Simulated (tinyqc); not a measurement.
Nanosheet or nanowire with hard walls, valleys of the Si type, step by step. Values are carried at full precision from step to step, so a last printed digit may differ when a step is redone from the rounded ones.

Six ellipsoidal valleys along the cube axes: inverse mass tensor w = 1/mt + (1/ml - 1/mt) a a^T with a the unit axis. Device axes: x along the channel, z = [001], y = z x x.

Constants: hbar^2/2m0 = 3.80998211 eV angstrom^2; hbar = 6.58211957e-16 eV s; e^2/h = 3.874045865e-05 S; kB = 8.617333262e-05 eV/K.

Values chosen for the exercise (near those of Si; the results hold for these values, not for the real material):
- ml = 0.923 m0 (longitudinal mass)
- mt = 0.188 m0 (transverse mass)
- channel = 110 (transport direction x on a (001) wafer)
- W = 225 angstrom (width, along y)
- H = 72 angstrom (height, along z = [001])
- dE = 0.023 eV (EF above the lowest subband edge)
- T = 77 K (temperature)
- g_all = 6 (number of valleys)

## Valley masses for a [110] channel

Rotate w into the device axes and group equal valleys (|w_yz| counts); order by w_zz, then w_yy. 1/m_x = w_xx - w_xc w_c^-1 w_cx with c the block (y, z).

Valleys:
```
group  valleys g    w_yy    w_zz  |w_yz|  m_x (m0)
A              2  5.3191  1.0834  0.0000    0.1880
B              4  3.2013  5.3191  0.0000    0.5555
```

The lightest transport mass, 0.188 m0, belongs to group A.

## One-dimensional subbands

Hard walls around a W x H rectangle. The block w_c of w in (y, z) confines; the transport mass follows from 1/m_x = w_xx - w_xc w_c^-1 w_cx. The cross-section problem c (w_yy ky^2 + 2 w_yz ky kz + w_zz kz^2), c = hbar^2/2m0, is solved in products sin(n pi y/W) sin(l pi z/H), n, l = 1 to 12; if w_yz = 0 the levels are c pi^2 (w_yy n^2/W^2 + w_zz l^2/H^2). The w_yz term couples (n, l) to (n', l') by -2 c w_yz D_nn'(W) D_ll'(H) with D_nm(L) = 4 n m/(L (n^2 - m^2)) for n + m odd and 0 otherwise.

The ten lowest levels of all groups together, numbered within each group.

Subbands:
```
label  valleys g  m_x (m0)  E (eV)
A1             2    0.1880  0.0118
A2             2    0.1880  0.0237
A3             2    0.1880  0.0354
B1             4    0.5555  0.0410
A4             2    0.1880  0.0434
A5             2    0.1880  0.0472
B2             4    0.5555  0.0481
B3             4    0.5555  0.0600
A6             2    0.1880  0.0670
A7             2    0.1880  0.0711
```

The lowest subband is A1; the number of further ones in the list within kB T = 6.6 meV of it at 77 K is 0.

## Modes, density and velocity at zero temperature

With EF = E_lowest + dE, each subband below EF has k_F = sqrt(m_x (EF - E)/c), carries n = 2 g k_F/pi electrons per length (spin included), moves at v = 2 c k_F/(hbar m_x) and adds 2 g e^2/h to the ballistic conductance; c = hbar^2/2m0, 1 angstrom/s = 1e-8 cm/s.

Occupied subbands:
```
label  k_F (1/angstrom)  n (1/nm)  v (1e7 cm/s)
A1               0.0337     0.429          2.07
A2               0.0235     0.299          1.44
```

total n = 0.728 1/nm
ballistic conductance = 309.9 microsiemens

EF lies below the last listed level, so the count is complete for these valleys (other families, and non-parabolicity above about 0.2 eV, are left out): 2 subbands with 4 valley modes. The Fermi velocity, averaged with the densities as weights, is 1.82 x 1e7 cm/s; the mean over all filled states moving one way is half of it.

## Threshold shift from confinement

Without degeneracy the line density is N1 exp((EF - Ec)/kB T) with N1 = sum 2 g sqrt(m_x kB T/(4 pi c)) exp(-E/kB T), here over n, l up to 80 where w_yz = 0 and over all levels of a 12 x 12 sine basis otherwise; the classical value is W H Nc with Nc = 2 g_all (m_dos kB T/(4 pi c))^(3/2), m_dos = (ml mt^2)^(1/3); dVt = kB T ln(W H Nc/N1).

Form N1, W H Nc and dVt.

N1 = 0.04372 1/nm
W H Nc = 0.5729 1/nm
dVt = 17.1 mV

## Checks

- Lowest level of group A on a 40 x 40 difference grid against the sine basis, eV: both 0.012.

Computed by tinyqc, a small Python program: `OMP_NUM_THREADS=1 python tinyqc.py 1281371 1281372 out.jsonl` (the numbers bound the seed that draws the inputs); one thread of a shared host (Intel(R) Xeon(R) Processor @ 2.30GHz), about 0.02 s for the whole set of steps.
